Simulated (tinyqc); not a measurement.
Energy relaxation with and without hot phonons: decay of LO phonons and the hot-phonon bottleneck in the cooling of electrons. Computed by tinyqc, a small Python program. Command: `OMP_NUM_THREADS=1 python tinyqc.py 3012934 3012935 out.jsonl hotphonon walk`. One thread of a shared host (Intel(R) Xeon(R) Processor @ 2.30GHz), about 0.01 s of CPU time with the checks.

n(E, T) = 1/(exp(E/(k_B T)) - 1) is the Bose occupation. Electrons have a temperature T_e; the LO modes within their reach share one occupation N; the decay products stay at the lattice temperature.

Inputs (values chosen for the exercise, modelled on aluminium nitride):

| quantity | value | unit |
|---|---|---|
| LO energy hbar omega | 109 | meV |
| lifetime at T = 0, tau_0 | 1.7 | ps |
| lattice temperature T | 300 | K |
| electron mass m* | 0.326 | m_0 |
| eps_inf | 4.63 | - |
| static dielectric constant eps_s | 8.74 | - |
| electron density n | 2.2e+18 | 1/cm^3 |
| density of LO modes that the electrons reach, N_m | 1.7e+19 | 1/cm^3 |

Decay channel: two equal phonons (Klemens).

Constants: k_B = 8.617333262e-05 eV/K; c = 299792458 m/s; e^2/(4 pi eps_0) = 14.39964548 eV angstrom; hbar^2/(2 m_0) = 3.80998212 eV angstrom^2; hbar = 6.582119569e-16 eV s; e = 1.602176634e-19 C; k_B = 1.380649e-23 J/K.

Method:
- Decay rate 1/tau = (1/tau_0) [1 + 2 n(hbar omega/2)].
- Full width Gamma = 1/(2 pi c tau) in 1/cm, c in cm/s.
- Froehlich coupling alpha = (e^2/(4 pi eps_0)) (1/eps_inf - 1/eps_s) k_0/(2 hbar omega), k_0 = sqrt(m* hbar omega/(hbar^2/(2 m_0))); emission time tau_sp = hbar/(2 alpha hbar omega); bottleneck ratio r = (n/N_m) tau/tau_sp.
- Net emission per electron: [(N + 1) x - N]/tau_sp with x = exp(-hbar omega/(k_B T_e)), a simple two-level balance; steady state of the modes: n [(N + 1) x - N]/tau_sp = N_m (N - N_0)/tau; power per electron P = hbar omega [(N + 1) x - N]/tau_sp.
- P(T_e) = (hbar omega/tau_sp) [(N_0 + 1) x - N_0]/[1 + r (1 - x)], and r = 0 without hot phonons; energy relaxation time tau_E = (3/2) k_B (T_e - T)/P.

emission time tau_sp = 4.66019 fs

equilibrium LO occupation N_0 = 0.0149739

bottleneck ratio r = 36.9824

phonon lifetime tau = 1.33176 ps

Cooling:

| T_e (K) | P, cold phonons (nW) | P, hot phonons (nW) | ratio | tau_E (ps) | N |
|---|---|---|---|---|---|
| 330 | 26.212 | 0.70496 | 37.182 | 0.88132 | 0.021931 |
| 380 | 80.209 | 2.1881 | 36.657 | 0.75718 | 0.036568 |
| 450 | 172.68 | 4.8291 | 35.758 | 0.64328 | 0.062631 |
| 600 | 405.87 | 12.119 | 33.490 | 0.51266 | 0.13457 |
| 800 | 726.45 | 23.917 | 30.373 | 0.43295 | 0.25101 |
| 1100 | 1148.3 | 43.711 | 26.271 | 0.37903 | 0.44635 |
| 1600 | 1669.1 | 78.705 | 21.207 | 0.34207 | 0.79170 |
| 2300 | 2138.4 | 128.48 | 16.644 | 0.32239 | 1.2829 |

Reabsorption cuts the loss by a factor 37.2 at the lowest T_e and 16.6 at the highest; the factor is 1 + r (1 - x) with r = 37.0. tau_E runs from 0.88 to 0.32 ps, with its shortest value, 0.32 ps, at T_e = 2300 K, against tau_sp = 4.7 fs and a phonon lifetime of 1.3 ps. For r (1 - x) much above 1 the loss tends to hbar omega (N_m/n)(n(hbar omega, T_e) - N_0)/tau, in which tau_sp no longer appears. Pauli blocking is left out, as are upper valleys and non-parabolic bands, which can matter above about 1000 K. Caution: alpha is above 1/2, so hbar/tau_sp exceeds hbar omega and the emission time, a weak-coupling result, is only rough.

Extremes, crossings and ranges named in words are read from the listed rows.
